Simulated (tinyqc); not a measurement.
# From optical force constant k back to energy scale eps

Model: Stillinger-Weber potential for a tetrahedral semiconductor. Computed by tinyqc, a small Python program. Command: `OMP_NUM_THREADS=1 python tinyqc.py 3022825 3022826 out.jsonl swsi inv`. One thread of a shared host (Intel(R) Xeon(R) Processor @ 2.30GHz), about 0.1 s of CPU time with the checks.

With x = r/sigma: pair term eps A (B x^-4 - 1) exp(1/(x - a)); for each pair of neighbours j, k of atom i, three-body term eps lambda exp(gamma/(x_ij - a) + gamma/(x_ik - a)) (cos theta_jik + 1/3)^2; both vanish beyond x = a. A = 7.049556277, B = 0.6022245584, a = 1.8.

Inputs (values chosen for the exercise, modelled on germanium): length scale sigma = 2.197 angstrom; three-body strength lambda = 32.3; gamma = 1.2.

Constants: 1 eV/angstrom^3 = 160.2176634 GPa.

Method. All angles are tetrahedral, so only the pair term acts; its minimum lies at x = 2^(1/6) with depth eps, and second neighbours lie beyond the cut-off. a0 = 4 d/sqrt3; E = -2 eps per atom. Second derivatives of the energy per atom, volume a0^3/8: e_xx gives C11, e_xx = -e_yy gives 2 (C11 - C12), e_xy = e_yx = h/2 gives the unrelaxed C44(0). Under that shear the second sublattice shifts by u_z; minimising over u_z gives C44 = C44(0) - E_hu^2/(E_uu V) and Kleinman's zeta = |E_hu/E_uu|/(a0/4). The optical force constant is k = 4 E_uu, with M omega^2 = k at the zone centre.

Question. A run gave the result below. Find the energy scale eps, known to lie between 1.2 and 3 eV.

optical force constant k = 31.60675 eV/angstrom^2

Answer.

Each step takes the trial c = (a f_b - b f_a)/(f_b - f_a), f being the result less the target and a, b, c the logarithms of the listed values; c replaces end b, the old b replaces a if the sign of f changed, and otherwise f_a is halved.

Scan of the range:
```
energy scale eps (eV)  optical force constant k (eV/angstrom^2)
1.20                                                    20.8396
1.40                                                    24.3129
1.63                                                    28.3071
1.90                                                    32.9961
2.21                                                    38.3796
2.58                                                    44.8052
3.00                                                    52.0990
```

False position (Illinois rule, in the logarithm of the input) inside the bracket:
```
step    end a    end b    trial  optical force constant k (eV/angstrom^2)
1     1.63000  1.90000  1.81564                                   31.5311
2     1.90000  1.81564  1.81991                                   31.6051
3     1.90000  1.81991  1.82009                                   31.6083
4     1.81991  1.82009  1.82000                                   31.6067
5     1.82009  1.82000  1.82000                                   31.6067
```

Optical force constant k rises at every point of a 13-point scan of the range (every second point is shown), so one value fits; it is bracketed by 1.63 and 1.90. The scan shows a pure power law with exponent 1.0000, so scaling from any one row also gives the answer directly. Answer: energy scale eps = 1.820 eV.

Caution: the original fit to silicon is too soft in shear (C44) and too stiff for the optical mode.
